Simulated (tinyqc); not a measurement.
# Dose and depth of a threshold implant

Inverse problem. A sheet of D acceptors per cm^2 lies at depth xi inside the depleted layer of a body doped Na. In the depletion approximation VT = Vfb + f2 + q D/Cox + gamma sqrt(f2 + Vsb - q D xi/(eps0 eps_r)), gamma = sqrt(2 eps0 eps_r q Na)/Cox, Cox = eps0 eox/tox. Find gamma, D and xi.

Inputs (values chosen for the exercise); band and dielectric values close to those of silicon:
- eps_r = 11.5 (relative permittivity)
- Na = 1.4e16 cm^-3 (acceptor density deep in the body)
- eox = 22.1 (relative permittivity of the gate insulator (close to hafnium oxide))
- tox = 8.1 nm (insulator thickness)
- Vfb = -0.74 V (flat-band voltage)
- f2 = 0.805 V (band bending 2 phiF at threshold)

Constants: q = 1.602176634e-19 C, eps0 = 8.8541878128e-14 F/cm where lengths are in cm. Results are converted to the units shown.

VT against the source at Vsb = 0 and 3 V (V): 0.14349850  0.17503423

Answer. With y^2 = f2 - q D xi/(eps0 eps_r) and d the difference of the thresholds over gamma, sqrt(y^2 + Vsb) - y = d gives y = (Vsb - d^2)/(2 d). The first threshold then gives D, and y^2 gives xi.

gamma = 0.02798 V^0.5
D = 8.600e11 cm^-2
xi = 16.00 nm

Computed by the program tinyqc: `OMP_NUM_THREADS=1 python tinyqc.py 2080001 2080002 out.jsonl`, one thread of a shared Intel Xeon 2.30GHz, about 0.4 s for the whole run.
